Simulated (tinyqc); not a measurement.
Stretching all distances: RHF, UHF, MP2, CISD and CCSD against full CI in the 6-31g basis, for H4, spin multiplicity 1. Computed by the program tinyqc with PySCF. All coordinates are multiplied by the scale. c0^2 is the weight of the RHF determinant in the lowest singlet FCI state (UHF is spin-contaminated and may lie near states of higher spin) and n(LUMO) the first natural occupation beyond the occupied space.

Geometry (angstrom):
```
atom       x       y       z
H     0.0000  0.0000  0.0000
H     0.0000  0.0000  0.7170
H     0.0000  1.0240  0.0000
H     0.0000  1.0240  0.7170
```

Full CI energy (hartree) and errors against it (kcal/mol):
```
scale  distance 1-2 (angstrom)    E(FCI)      RHF     UHF     MP2    CISD    CCSD  <S^2> UHF   c0^2  n(LUMO)
0.910                    0.652  -2.00322   34.444  34.444   9.638   0.558   0.119      0.000  0.968    0.035
1.200                    0.860  -2.15440   40.681  40.681  13.221   0.935   0.075      0.000  0.949    0.060
1.490                    1.068  -2.16783   48.567  46.881  18.188   1.741   0.065      0.335  0.919    0.098
2.080                    1.491  -2.09784   74.700  39.642  34.895   6.243   0.050      1.249  0.802    0.232
2.370                    1.699  -2.06292   93.010  29.491  46.339  10.791   0.012      1.551  0.719    0.327
2.660                    1.907  -2.03645  114.338  19.624  59.110  17.212  -0.030      1.746  0.626    0.434
2.950                    2.115  -2.01851  137.584  12.001  71.933  25.189  -0.051      1.861  0.537    0.544
```

Estimate the missing row, scale = 1.78.

Computed row:
```
scale  distance 1-2 (angstrom)    E(FCI)     RHF     UHF     MP2   CISD   CCSD  <S^2> UHF   c0^2  n(LUMO)
1.780                    1.276  -2.13824  59.534  46.651  25.223  3.317  0.067      0.826  0.871    0.153
```

UHF parts from RHF first at scale 1.49 of those listed, where <S^2> leaves zero. The weight c0^2 goes from 0.97 to 0.54 and n(LUMO) from 0.03 to 0.54: static correlation grows as the bonds break into open-shell fragments. The spread of the error along the curve, which distorts its shape, is CCSD 0.2, CISD 24.6, UHF 34.9, MP2 62.3, RHF 103.1 kcal/mol. Below FCI somewhere: CCSD, as non-variational methods may be.
